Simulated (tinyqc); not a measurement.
## K factor and largest bandwidth from two damping rates

Inverse problem. The damping of a laser follows gamma = K fR^2 + gamma0. With gamma0 neglected, the largest 3 dB bandwidth is 2 sqrt(2) pi/K, reached where gamma = sqrt(2) 2 pi fR. Find K, gamma0 and that bandwidth.

gamma at fR = 2.2 and 9.8 GHz (1/ns): 2.578  43.618000

Solution. gamma is linear in fR^2: slope K, intercept gamma0.

K = 0.4500 ns
gamma0 = 0.4000 1/ns
largest f3dB = 19.75 GHz

Numbers from tinyqc (`OMP_NUM_THREADS=1 python tinyqc.py 2840001 2840002 out.jsonl`; about 0.01 s on one thread of a shared Intel Xeon 2.30GHz).
